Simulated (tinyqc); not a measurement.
# Octagonal on-chip spiral inductor, lumped pi model, step by step

Numbers from tinyqc (`OMP_NUM_THREADS=1 python tinyqc.py 2302027 2302028 out.jsonl`; about 0.01 s on one thread of a shared Intel Xeon 2.30GHz). Printed values are rounded.

Outer diameter do = di + 2 n wd + 2 (n - 1) sp, mean da = (do + di)/2, fill p = (do - di)/(do + di), length l = 3.314 n da. L = 2.25 mu0 n^2 da/(1 + 3.55 p), mu0 = 4 pi 1e-7 H/m. Rs = rho l/(wd delta (1 - exp(-th/delta))), delta = sqrt(rho/(pi f mu0)). Cs = n wd^2 eps0 eo/hu across the coil. At each end Cox = l wd eps0 eo/(2 ho) leads to the substrate branch Rsi = 2 rs he/(l wd) in parallel with Csi = l wd eps0 11.7/(2 he). With one end grounded Y = 1/(Rs + i w L) + i w Cs + 1/[1/(i w Cox) + 1/(1/Rsi + i w Csi)], w = 2 pi f; Q = -Im Y/Re Y. Eddy currents in neighbouring turns and in the substrate are left out.

Parameters, values chosen for the exercise; values of the order met in silicon radio-frequency processes: number of turns n = 1.5; line width wd = 8 um; space between turns sp = 1.5 um; inner diameter di = 140 um; metal thickness th = 3 um; metal resistivity rho = 3 uohm cm; oxide below the coil ho = 10 um; oxide between coil and underpass hu = 1 um; relative permittivity of the oxide eo = 4.1; substrate resistivity rs = 10 ohm cm; effective spreading depth in the substrate he = 50 um; frequency f = 6.3 GHz.

Constants: eps0 = 8.8541878128e-12 F/m. Results are converted to the units shown.

## Geometry and model elements

do, l, L, delta, Rs, Cs, Cox, Rsi and Csi as defined.

do = 165.5 um
l = 759.320 um
L = 0.749626 nH
delta = 1.09827 um
Rs = 2.77325 ohm
Cs = 3.48501 fF
Cox = 11.0260 fF
Rsi = 1646.21 ohm
Csi = 6.29288 fF

Rs is 2.92 times the direct-current value in this empirical form, which overstates the skin effect of a flat slab when delta is near th and so stands in for some current crowding.

## Admittance, quality factor and apparent inductance

Series branch 1/(Rs + i w L), substrate branch, total Y, Q = -Im Y/Re Y, apparent inductance Im(1/Y)/w, metal-only value w L/Rs, share of the loss in the substrate Re(substrate branch)/Re Y.

series branch = 3.1223-33.4086i mS
substrate branch = 0.137923+0.280799i mS
Y = 3.2603-32.9898i mS
Q = 10.1187
apparent inductance = 0.758366 nH
w L/Rs = 10.6998
share of the loss in the substrate = 4.23042 %

Q is 94.6 % of the metal-only value.
